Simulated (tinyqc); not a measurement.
# Worked calculation: long-channel MOSFET, surface-potential model

Computed by the program tinyqc: `OMP_NUM_THREADS=1 python tinyqc.py 2360154 2360155 out.jsonl`, one thread of a shared Intel Xeon 2.30GHz, about 0.06 s for the whole run. Printed values are rounded.

n-channel transistor on a uniformly doped p-type body, gradual-channel approximation, constant mobility, Boltzmann statistics, full ionisation. Potentials are counted from the neutral body; V is the electron quasi-Fermi potential, Vsb at the source and Vsb + Vds at the drain. Charges are magnitudes per area.

Values chosen for this exercise; material values close to those of gallium nitride:
- T = 293 K (temperature)
- Eg = 3.41 eV (band gap)
- eps_r = 9.51 (relative permittivity of the semiconductor)
- Nc = 2.23e18 cm^-3 (conduction-band density of states at T)
- Nv = 4.42e19 cm^-3 (valence-band density of states at T)
- Na = 2.7e17 cm^-3 (acceptor density of the body)
- eox = 7.71 (relative permittivity of the gate insulator)
- tox = 18 nm (insulator thickness)
- Vfb = -1.89 V (flat-band voltage)
- mu = 500 cm^2/(V s) (channel mobility)
- W = 5 um (gate width)
- L = 2 um (gate length)
- Vsb = 0 V (source-body reverse bias)
- Vgs = 2.58 V (gate-source voltage)
- Vds = 2 V (drain-source voltage)

Constants: q = 1.602176634e-19 C, kB = 1.380649e-23 J/K, Vt = kB T/q, eps0 = 8.8541878128e-14 F/cm where lengths are in cm. Results are converted to the units shown.

## Body potential, insulator capacitance and body factor

ni = sqrt(Nc Nv) exp(-Eg/(2 Vt)), Eg in volts; phiF = Vt ln(Na/ni); Cox = eps0 eox/tox; gamma = sqrt(2 q eps0 eps_r Na)/Cox. VT = Vfb + 2 phiF + gamma sqrt(2 phiF + Vsb), m = 1 + gamma/(2 sqrt(2 phiF + Vsb)).

ni = 4.675485e-11 cm^-3
phiF = 1.613986 V
Cox = 0.3792544 uF/cm^2
gamma = 0.7116822 V^0.5
VT = 2.616619 V
m = 1.198057

## Iteration 1: surface potential at the source by Newton steps

psi at the start (the smaller of 2 phiF + Vsb + 4 Vt and the root without inversion charge) = 3.201610 V

With V = Vsb: G = psi - Vt + Vt e, e = exp((psi - 2 phiF - Vsb)/Vt); f = Vgs + Vsb - Vfb - psi - gamma sqrt(G); f' = -1 - gamma (1 + e)/(2 sqrt(G)); psi(new) = psi - f/f'.

G = 3.185249 V
f = -0.001768175 V
f' = -1.269567
psi after iteration 1 = 3.200217 V

## Iteration 2: surface potential at the source by Newton steps

As before.

G = 3.183380 V
f = -2.592371e-6 V
f' = -1.265878
psi after iteration 2 = 3.200215 V

## Course of the iteration: surface potential at the source by Newton steps

Stop when psi changes by less than 1e-10 V, or after 40 iterations.

Course of the iteration:
```
iteration   psi (V)  |change| (V)
1          3.200217       1.39e-3
2          3.200215       2.05e-6
3          3.200215      4.27e-12
```

Converged in 3 iterations. The change falls from 0.0014 in the first iteration to below the tolerance in the last.

## Charges and current of the charge-sheet model

psi_0 = 3.200215 V
psi_L = 3.201614 V

psi_0 and psi_L solve Vgs + Vsb - Vfb - psi = gamma sqrt(G) at V = Vsb and Vsb + Vds. Qi = Cox gamma [sqrt(G) - sqrt(psi - Vt)], G = psi - Vt + Vt exp((psi - 2 phiF - V)/Vt), at both ends. With U = Vgs + Vsb - Vfb: drift = mu (W/L) Cox [U (psi_L - psi_0) - (psi_L^2 - psi_0^2)/2 - (2/3) gamma ((psi_L - Vt)^1.5 - (psi_0 - Vt)^1.5)]; diffusion = mu (W/L) Vt (Qi0 - QiL).

Qi0 = 0.6365669 nC/cm^2
QiL = 2.672297e-35 nC/cm^2
drift current = 5.566327e-4 uA
diffusion current = 0.02009068 uA
drain current = 0.02064731 uA

Drift carries 2.70 % of the current. The drain end is pinched off: its charge is under 1 % of that at the source.

## Inversion charge along the channel

V, point 0 to 10 (V): 0  0.2  0.4  0.6  0.8  1  1.2  1.4  1.6  1.8  2

The surface potential psi at channel potential V solves Vgs + Vsb - Vfb - psi = gamma sqrt(G), G = psi - Vt + Vt exp((psi - 2 phiF - V)/Vt). Charge sheet: Qi = Cox gamma [sqrt(G) - sqrt(psi - Vt)]. Pao-Sah: Qi = (Cox gamma/2) integral from 3 Vt to psi of exp((u - 2 phiF - V)/Vt)/sqrt(G(u, V)) du.

```
point   psi (V)  Qi, charge sheet (nC/cm^2)  Qi, Pao-Sah (nC/cm^2)
0      3.200215                   0.6365669              0.6391280
1      3.201614                 2.443262e-4            2.453091e-4
2      3.201614                 8.868654e-8            8.904331e-8
3      3.201614                3.219112e-11           3.232062e-11
4      3.201614                1.168462e-14           1.173162e-14
5      3.201614                4.241240e-18           4.258302e-18
6      3.201614                1.539470e-21           1.545663e-21
7      3.201614                5.587912e-25           5.610391e-25
8      3.201614                2.028280e-28           2.036440e-28
9      3.201614                7.362178e-32           7.391795e-32
10     3.201614                2.672297e-35           2.683047e-35
```

At the source the charge-sheet charge is 0.40 % below the Pao-Sah one.

## Pao-Sah current by Simpson's rule

I = mu (W/L) integral of Qi dV; Simpson's rule on the 11 points, step Vds/10, weights 1, 4, 2, ..., 4, 1 times step/3.

Pao-Sah current = 0.05334245 uA

Gauss-Legendre quadrature on many points gives 0.02073 uA, so this value is 2.57 times it; the charge-sheet current, 0.02065 uA, is 0.42 % below it.
